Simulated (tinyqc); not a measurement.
What moves the results: polytypes by hexagonality, and a cubic inclusion as a quantum well. A value that a table varies takes the place of the one given here.

Gap: E3 + (Es - E3) h/hs for h up to hs, then linear from Es to E2 at h = 1. Valence top Ev2 h and polarisation P2 h, both counted from 3C; Ec = Ev + gap.

A cubic inclusion of width L = N d in the host (h = 0.5) is a well of depth V = Ec(host) - Ec(3C). Square well with mass mismatch: k tan(k L/2) = (m_w/m_b) q, k = sqrt(m_w E/c), q = sqrt(m_b (V - E)/c), c = hbar^2/2m0, lowest root. The depth of the level, V - E, is its binding, and the transition to the valence top of the host is gap(host) - (V - E). The step in polarisation gives a field |F| = |P|/(eps eps0) in a thin inclusion, eps0 = 8.8541878e-12 F/m.

Constants: hbar^2/2m0 = 3.80998211 eV angstrom^2.

Values chosen for the exercise (of the order of those of SiC; not measured data): E3 = 2.402 eV (gap of the cubic polytype); E2 = 3.314 eV (gap of 2H); Ev2 = 0.107 eV (valence top of 2H above that of 3C); P2 = -0.0354 C/m^2 (spontaneous polarisation of 2H); Es = 3.247 eV (gap at the hexagonality hs); hs = 0.5 (hexagonality up to which the first line holds); m = (0.3, 0.322) m0 (electron mass along c in the cubic layer and in the host); d = 2.527 angstrom (thickness of a double layer); eps = 9.7 (dielectric constant); N = 2 (double layers in the cubic inclusion).

## Width of the inclusion

Without the field: square well. With it, the potential inside is |F| (z - L/2), the host conduction edge lies at V - |F| L/2 on one side and V + |F| L/2 on the other, and the lowest level E_F is found by finite differences (step 0.25 angstrom, wide box, good to about 1 meV). Holes sit in the host on the high side, so the transition is gap(host) - V + E_F - |F| L/2. A dash: bound by less than 2 meV or not at all.

Results:
```
N   L (angstrom)  depth (eV)  transition (eV)  depth below the low side, with field (eV)  transition with field (eV)
1           2.53       0.094            3.153                                      0.069                       3.126
2           5.05       0.269            2.978                                      0.219                       2.924
3           7.58       0.420            2.827                                      0.346                       2.745
4          10.11       0.531            2.716                                      0.433                       2.606
6          15.16       0.667            2.580                                      0.524                       2.411
8          20.22       0.741            2.506                                      0.558                       2.273
12         30.32       0.813            2.434                                      0.572                       2.050
```

What can be read from the table?

The square well binds a level even at N = 1 (94 meV), as any symmetric one-dimensional well does; the depth grows to 813 of 898 meV, and the transition tends to E3 - Ev(host) = 2.349 eV. With the field the level is bound by 2 meV or more for N = 1, 2, 3, 4, 6, 8 and 12, and the transition is lowered by 28 meV at N = 1 and 384 meV at N = 12, where |F| L/2 = 312 meV. Free carriers or surface charge screen the field and the step between the two sides, and the attraction to the hole, left out here, binds the electron further.

## The same inclusion in several hosts

h from the stacking: 8H 1/4, 6H 1/3, 15R 2/5, 4H 1/2, 9R 2/3, 2H 1. V = Ec(host) - Ec(3C); square-well level from k tan(k L/2) = (m_w/m_b) q, k = sqrt(m_w E/c), q = sqrt(m_b (V - E)/c), L = N d; |F| = |P|/(eps eps0), eps0 = 8.8541878e-12 F/m.

Results:
```
host      h  gap (eV)  V (eV)  depth (eV)  |F| (MV/cm)
8H    0.250     2.825   0.449       0.083         1.03
6H    0.333     2.965   0.599       0.136         1.37
15R   0.400     3.078   0.719       0.186         1.65
4H    0.500     3.247   0.898       0.269         2.06
9R    0.667     3.269   0.939       0.289         2.75
2H    1.000     3.314   1.019       0.330         4.12
```

What does this show?

From 8H to 4H the well deepens by a factor of 2.00 and the bound level by 3.26, between the limits of a wide well (as V) and a thin one (as V^2); in 4H the level keeps 30 % of V; from 4H to 2H the gap gains only 67 meV while the field doubles. The depths leave the field out, although its drop |F| L reaches 208 meV in 2H.

## What each parameter does

Well depth, depth of the level, transition without the field and field. Each row changes one parameter from the base and keeps the others.

Results:
```
case                  V (eV)  depth (eV)  transition (eV)  |F| (MV/cm)
base                  0.8985      0.2688           2.9782        2.061
N = 3                 0.8985      0.4203           2.8267        2.061
Ev2 = 0.137 eV        0.9135      0.2762           2.9708        2.061
E3 = 2.382 eV         0.9185      0.2787           2.9683        2.061
E2 = 3.344 eV         0.8985      0.2688           2.9782        2.061
P2 = -0.046 C/m^2     0.8985      0.2688           2.9782        2.678
eps = 10.7            0.8985      0.2688           2.9782        1.868
m = (0.36, 0.322) m0  0.8985      0.2757           2.9713        2.061
```

How do the results move?

The largest shifts from the base row, up to three for each result and ties (the steps differ in size, so this ranks the rows, not the parameters). V (eV): E3 +0.0200, Ev2 +0.0150; unchanged at the printed digits by N, E2, P2, eps and m. depth (eV): N +0.1515, E3 +0.0098, Ev2 +0.0074; unchanged at the printed digits by E2, P2 and eps. transition (eV): N -0.1515, E3 -0.0098, Ev2 -0.0074; unchanged at the printed digits by E2, P2 and eps. |F| (MV/cm): P2 +0.617, eps -0.193; unchanged at the printed digits by N, Ev2, E3, E2 and m.

Computed by tinyqc, a small Python program: `OMP_NUM_THREADS=1 python tinyqc.py 1881264 1881265 out.jsonl` (the numbers bound the seed that draws the inputs); one thread of a shared host (Intel(R) Xeon(R) Processor @ 2.30GHz), about 0.02 s for the whole set of steps.
